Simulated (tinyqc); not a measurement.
Planar metal-insulator-metal capacitor: capacitance, non-linearity, leakage and relaxation: one step of the calculation.

A film between two metal electrodes, each interface adding a series capacitance ci. The small-signal permittivity is ek (1 + aq E^2); the field is found with the linear permittivity. Leakage J = J0 sinh(E/Ef). After a voltage step the film passes a relaxation current kr C V tt^(-nr), tt being the time in seconds.

Problem. Planar capacitance, field and non-linearity. Planar film: Cf = eps0 ek/t, 1/C = 1/Cf + 2/ci, EOT = 3.9 eps0/C, effective permittivity C t/eps0, E = (V/t) C/Cf; quadratic coefficient [C(V)/C - 1]/V^2 with Cf (1 + aq E^2) in C(V).

Parameters, values chosen for the exercise; permittivity of the order of that of zirconium oxide:
```
symbol,value,unit,meaning
ek,32.7,,relative permittivity of the film
t,5.3,nm,film thickness
ci,1000,uF/cm^2,capacitance of each electrode interface (dead layer and screening)
aq,0.015,cm^2/MV^2,quadratic field coefficient of the permittivity
V,0.9,V,bias
J0,1.6e-10,A/cm^2,leakage prefactor
Ef,0.17,MV/cm,field for an e-fold rise of the leakage
```

Constants: eps0 = 8.8541878128e-14 F/cm where lengths are in cm. Results are converted to the units shown.

Wanted: Cf; C; EOT; effective permittivity; E; quadratic coefficient; J.

Solution.

Cf = 5.4629 uF/cm^2
C = 5.4038 uF/cm^2
EOT = 0.63902 nm
effective permittivity = 32.347
E = 1.6798 MV/cm
quadratic coefficient = 51663 ppm/V^2
J = 1.5643e-6 A/cm^2

The interfaces take 1.08 % of the voltage.

tinyqc, about 0.01 s, one thread, Intel Xeon 2.30GHz (shared host): `OMP_NUM_THREADS=1 python tinyqc.py 2102062 2102063 out.jsonl`
